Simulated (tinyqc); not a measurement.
Dose and depth of a threshold implant.

Question. A sheet of D acceptors per cm^2 lies at depth xi inside the depleted layer of a body doped Na. In the depletion approximation VT = Vfb + f2 + q D/Cox + gamma sqrt(f2 + Vsb - q D xi/(eps0 eps_r)), gamma = sqrt(2 eps0 eps_r q Na)/Cox, Cox = eps0 eox/tox. Find gamma, D and xi.

Inputs (values chosen for the exercise); band and dielectric values close to those of silicon:
```
symbol   value   unit                                                                 meaning
eps_r     11.9                                                          relative permittivity
Na      1.2e17  cm^-3                                       acceptor density deep in the body
eox        3.9         relative permittivity of the gate insulator (close to silicon dioxide)
tox        7.7     nm                                                     insulator thickness
Vfb         -1      V                                                       flat-band voltage
f2        0.85      V                                        band bending 2 phiF at threshold
```

Constants: q = 1.602176634e-19 C, eps0 = 8.8541878128e-14 F/cm where lengths are in cm. Results are converted to the units shown.

VT against the source at Vsb = 0 and 2.4 V (V): 0.37610804  0.77954307

Answer. With y^2 = f2 - q D xi/(eps0 eps_r) and d the difference of the thresholds over gamma, sqrt(y^2 + Vsb) - y = d gives y = (Vsb - d^2)/(2 d). The first threshold then gives D, and y^2 gives xi.

gamma = 0.449 V^0.5
D = 3.60e11 cm^-2
xi = 12.0 nm

Numbers from tinyqc (`OMP_NUM_THREADS=1 python tinyqc.py 2080144 2080145 out.jsonl`; about 0.4 s on one thread of a shared Intel Xeon 2.30GHz).
